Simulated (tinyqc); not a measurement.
Inside a calculation. Model: finite-size error of a charged defect in a periodic cell: Madelung and Makov-Payne terms. Computed by tinyqc, a small Python program that keeps every step. Command: `OMP_NUM_THREADS=1 python tinyqc.py 3020881 3020882 out.jsonl imagecharge walk`. One thread of a shared host (Intel(R) Xeon(R) Processor @ 2.30GHz), about 0.02 s of CPU time with the checks. Intermediate numbers are printed to about 7 digits and carried at full precision; extremes and crossings named in words are read from the listed rows.

L is the cube root of the cell volume. The defect charge is a Gaussian, rho(r) = q (2 pi sigma^2)^(-3/2) exp(-r^2/2 sigma^2), repeated periodically in a uniform neutralising background and screened by a continuum. The model cell energy is E(L) = E_0 + [periodic - isolated electrostatic energy].

Inputs (values chosen for the exercise, for a model host): charge q = -3 e; cell length L = 16 angstrom; dielectric constant eps = 7.66; width sigma of the defect charge = 2.1 angstrom; formation energy of the isolated defect E_0 = 5.538 eV.

Supercell lattice: sc. Screening: isotropic.

scatter added to the six cells, standing for numerical noise (meV): [0.13, 1.8, -0.88, 2.3, 1.3, 0.37]

Constants: e^2/(4 pi eps_0) = 14.39964548 eV angstrom.

## The cell

Cell vectors: (1,0,0), (0,1,0), (0,0,1), scaled to volume L^3.

cell vectors (rows) (angstrom):
```
[[16, 0, 0],
 [0, 16, 0],
 [0, 0, 16]]
```

nearest image = 16 angstrom

## Madelung energy

Ewald sum for a unit point charge: scale each Cartesian component of the cell by 1/sqrt(eps_i), giving R', G' and V'; E = [ (1/2) sum erfc(eta R')/R' + (2 pi/V') sum exp(-G'^2/4 eta^2)/G'^2 - eta/sqrt(pi) - pi/(2 V' eta^2) ] e^2/(4 pi eps_0) / sqrt(eps_x eps_y eps_z), over n_i = -6..6, omitting n = (0,0,0), eta = 2/V'^(1/3). alpha = -2 E eps_g L/(e^2/(4 pi eps_0)), eps_g = (eps_x eps_y eps_z)^(1/3).

terms for a unit charge (eV): real space 0.0016806, reciprocal 0.0103539, self -0.1325739, background -0.0461384

Madelung constant alpha = 2.837297

point-charge correction -q^2 E = 1.500101 eV

## Energy of the smeared charge in the cell

Periodic energy of the Gaussian: (2 pi q^2/V) sum_(G != 0) exp(-sigma^2 G^2)/(G.eps.G) x e^2/(4 pi eps_0), n_i = -k..k with k = max(9, L/sigma rounded up). Isolated energy: q^2/(2 sqrt(pi) sigma) <1/(n.eps.n)> e^2/(4 pi eps_0), the mean over directions n, here 1/eps.

periodic energy = 0.8870470 eV

isolated energy = 2.272696 eV

finite-size error = -1.385649 eV

E(L) = 4.152351 eV

## Makov-Payne correction

Second radial moment Q = q <r^2> = 3 q sigma^2; E(corrected) = E(L) + q^2 alpha e^2/(4 pi eps_0)/(2 eps L) - 2 pi q Q e^2/(4 pi eps_0)/(3 eps L^3). Errors left are the corrected energies less E_0.

Q = -39.69 e angstrom^2

third-order term = -0.1144522 eV

error left after the first term = 0.1144519 eV

error left after both terms = -2.267168e-07 eV

third-order over first-order term, in size = 0.07629632

The point-charge term alone overcorrects by 0.114 eV, 8 % of itself; both terms leave -2.3e-7 eV, from the overlap of the Gaussian tails.

## A series of cells

Cells of the same shape with L scaled by 0.7, 0.85, 1, 1.25, 1.5 and 2; the scatter is added to E(L). The point-charge correction scales as 1/L from its value at the input L.

Scaling data:
```
L (angstrom)  1/L (1/angstrom)  E(L) (eV)  E(L) + point-charge correction (eV)
11.2                0.08928571   3.728072                             5.871073
13.6                0.07352941   3.961324                             5.726149
16.0                0.06250000   4.151471                             5.651572
20.0                0.05000000   4.398819                             5.598900
24.0                0.04166667   4.573145                             5.573212
32.0                0.03125000   4.802626                             5.552677
```

## Ways to reach the isolated limit

Least-squares fits of E(L) to a + b/L, a + c/L^3 or a + b/L + c/L^3; the estimate is a, and errors are against E_0.

Estimates of E_0:
```
way                              estimate (eV)  error (meV)
largest cell, uncorrected             4.802626    -735.3739
largest cell, point-charge term       5.552677      14.6765
1/L fit, three smallest               5.128974    -409.0263
1/L fit, all six                      5.348289    -189.7112
1/L^3 fit, all six                    4.654925    -883.0754
1/L and 1/L^3, three smallest         5.481315     -56.6845
1/L and 1/L^3, all six                5.537161      -0.8388
corrected data, 1/L^3 fit             5.539247       1.2468
```

coefficient b of the full fit = -23.94501 eV angstrom

Best here: 1/L and 1/L^3, all six (-0.8 meV); worst: 1/L^3 fit, all six (-883 meV). The fitted b is 99.8 % of the Madelung value -q^2 alpha e^2/(8 pi eps_0 eps_g), so such a fit also measures the screening. A pure 1/L fit lands below E_0, because the positive 1/L^3 term flattens the small-cell points.

Checks made by the program: the same sum with another eta (relative difference below 1e-10); both terms against the exact model when the clouds do not overlap (relative difference below 1e-10).
